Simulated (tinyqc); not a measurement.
Graded p-n junction, non-linear Poisson equation by Newton steps: starts and damping rules compared.

One dimension, p side on the left, n side on the right; net doping C = (Nd - Na)/2 + ((Nd + Na)/2) tanh(x/Lg). The potential psi is counted from the intrinsic level, and the quasi-Fermi potentials are flat: 0 for holes and -V for electrons, so n = ni exp((psi + V)/Vt) and p = ni exp(-psi/Vt) (Boltzmann statistics, full ionisation, no current). Under reverse bias this makes the minority densities vanishingly small everywhere; they play no part in the charge.

a_i = eps0 eps_r/h_i for the interval from node i to i + 1, with h_i = x_(i+1) - x_i in cm.

n_i = ni exp((psi_i + V)/Vt), p_i = ni exp(-psi_i/Vt), rho_i = p_i - n_i + C_i, g_i = (n_i + p_i)/Vt. Box widths w_i = (h_(i-1) + h_i)/2 in cm. Residual F_i = a_i (psi_(i+1) - psi_i) - a_(i-1) (psi_i - psi_(i-1)) + q rho_i w_i; Jacobian: a_(i-1) and a_i beside the diagonal, b_i = -a_(i-1) - a_i - q g_i w_i on it. The two end nodes are fixed.

Iterations until the largest undamped |d| is below 1e-9 V (the last, tiny step is counted), with a cap of 100; "overflow" would mean that an exponential left the range of double precision. Starts:
- neutral: psi_p = -Vt ln(Na/ni) on nodes with x < 0 and psi_n = Vt ln(Nd/ni) - V on the others.
- depletion: The parabolas of an abrupt Na-Nd junction in the depletion approximation: psi_p + q Na (x + xp)^2/(2 eps0 eps_r) for -xp < x < 0, psi_n - q Nd (xn - x)^2/(2 eps0 eps_r) for 0 < x < xn, flat outside, with W = sqrt(2 eps0 eps_r (psi_n - psi_p)(1/Na + 1/Nd)/q), xp = W Nd/(Na + Nd), xn = W Na/(Na + Nd), psi_p = -Vt ln(Na/ni), psi_n = Vt ln(Nd/ni) - V.
- linear: A straight line in x from psi_p = -Vt ln(Na/ni) at the first node to psi_n = Vt ln(Nd/ni) - V at the last.

Rules for the step d, which solves the tridiagonal system a_(i-1) d_(i-1) + b_i d_i + a_i d_(i+1) = -F_i:
- full Newton steps: the full step is added.
- logarithmic damping: each component d is damped to sign(d) Vt ln(1 + |d|/Vt) before it is added.
- steps capped at 4 Vt: if the largest |d| exceeds 4 Vt, the whole step is scaled down so that it equals 4 Vt.
- halved steps: half of the step is added while the largest |d| exceeds 1.5 Vt, the full step after that.

Inputs (values chosen for the exercise); band and dielectric values those of a made-up semiconductor: temperature T = 300 K; band gap Eg = 0.781 eV; relative permittivity eps_r = 12.3; conduction-band density of states at T Nc = 7.91e18 cm^-3; valence-band density of states at T Nv = 5.1e18 cm^-3; acceptor density of the p side Na = 5.1e16 cm^-3; donor density of the n side Nd = 6.8e16 cm^-3; bias of the p side against the n side V = -1.5 V; grading length Lg = 140 nm.

Constants: q = 1.602176634e-19 C, kB = 1.380649e-23 J/K, Vt = kB T/q, eps0 = 8.8541878128e-14 F/cm where lengths are in cm. Results are converted to the units shown.

```
node  x (nm)  net doping C (cm^-3)
0      -1220           -5.10000e16
1       -899           -5.09997e16
2       -631           -5.09855e16
3       -407           -5.06459e16
4       -221           -4.61435e16
5        -65           -1.72975e16
6         65            3.42975e16
7        217            6.28702e16
8        396            6.75858e16
9        605            6.79790e16
10       850            6.79994e16
11      1140            6.80000e16
```

ni = 1.74889e12 cm^-3

Iterations needed:
```
           full Newton steps  logarithmic damping  steps capped at 4 Vt  halved steps
neutral                    7                   18                    11            11
depletion                  5                   11                     7             7
linear              overflow                   16                    18      over 100
```

What do the numbers show?

The fewest iterations, 5, are needed by full Newton steps from the depletion start. No result within 100 iterations: full Newton steps from the linear start; halved steps from the linear start. Lowest count for the worst start: steps capped at 4 Vt, at most 18 iterations.

tinyqc, about 0.04 s, one thread, Intel Xeon 2.30GHz (shared host): `OMP_NUM_THREADS=1 python tinyqc.py 2000062 2000063 out.jsonl`
